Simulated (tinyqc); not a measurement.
## Minority carriers and saturation current of a heavily doped emitter: effect of the contact

n-type, parabolic bands, full ionisation. eta = (EF - Ec)/kB T solves N = Nc F12(eta), F12(x) = (2/sqrt(pi)) int_0^infinity sqrt(u)/(1 + exp(u - x)) du. The gap shrinks rigidly by dEg = a3 y^(1/3) + a4 y^(1/4) + a2 y^(1/2), y = N/1e18 cm^-3, an empirical law that is here taken as the true narrowing.

ni = sqrt(Nc Nv) exp(-Eg/(2 Vt)), Eg in volts; degeneracy factor g = F12(eta) exp(-eta); nie^2 = ni^2 exp(dEg/kB T) g, p0 = nie^2/N; apparent narrowing dEg + kB T ln g. 1/tau = Cn N^2 + 1/ts, D = mup Vt, L = sqrt(D tau); J0 = (q p0 D/L)(s + tanh(W/L))/(1 + s tanh(W/L)), s = S L/D; the share recombining inside is 1 - 1/[cosh(W/L)(1 + tanh(W/L)/s)].

Parameters, values chosen for the exercise; band and dielectric values close to those of silicon:
- T = 300 K (temperature)
- Eg = 1.12 eV (band gap)
- Nc = 2.79e19 cm^-3 (conduction-band density of states at 300 K)
- Nv = 2.68e19 cm^-3 (valence-band density of states at 300 K)
- N = 5.6e19 cm^-3 (ionised donor density)
- a3 = 10.6 meV (coefficient of (N/1e18)^(1/3))
- a4 = 12.8 meV (coefficient of (N/1e18)^(1/4))
- a2 = 4.9 meV (coefficient of (N/1e18)^(1/2))
- mup = 230 cm^2/(V s) (minority-hole mobility)
- Cn = 2.5e-31 cm^6/s (Auger coefficient)
- ts = 0.41 us (defect lifetime)
- W = 770 nm (emitter width)

Constants: q = 1.602176634e-19 C, kB = 1.380649e-23 J/K, Vt = kB T/q. Results are converted to the units shown.

Result of one run:

| S (cm/s) | J0 (fA/cm^2) | share inside (%) |
|---|---|---|
| 1500 | 620.59 | 97.885 |

What becomes of these results when the recombination velocity at the contact S is changed from 1500 to 4.8e5 cm/s, all else the same?

Result of the changed run:

| S (cm/s) | J0 (fA/cm^2) | share inside (%) |
|---|---|---|
| 4.8e5 | 1114.4 | 35.967 |

The whole series:

| S (cm/s) | J0 (fA/cm^2) | share inside (%) |
|---|---|---|
| 80 | 611.84 | 99.884 |
| 340 | 613.46 | 99.509 |
| 1500 | 620.59 | 97.885 |
| 6200 | 647.84 | 92.008 |
| 26000 | 739.65 | 75.394 |
| 1.1e5 | 933.29 | 51.070 |
| 4.8e5 | 1114.4 | 35.967 |
| 2.1e6 | 1189.0 | 31.089 |
| 8.8e6 | 1209.0 | 29.884 |

J0 rises from 612 to 1210 fA/cm^2, between the limits q p0 (D/L) tanh(W/L) = 611 and q p0 (D/L) coth(W/L) = 1220; W/L = 0.89, so passivating the contact can gain at most a factor of 1.99.

Range of the model: Band tails, non-parabolic bands and incomplete ionisation are left out.

tinyqc, about 0.01 s, one thread, Intel Xeon 2.30GHz (shared host): `OMP_NUM_THREADS=1 python tinyqc.py 2330036 2330037 out.jsonl`
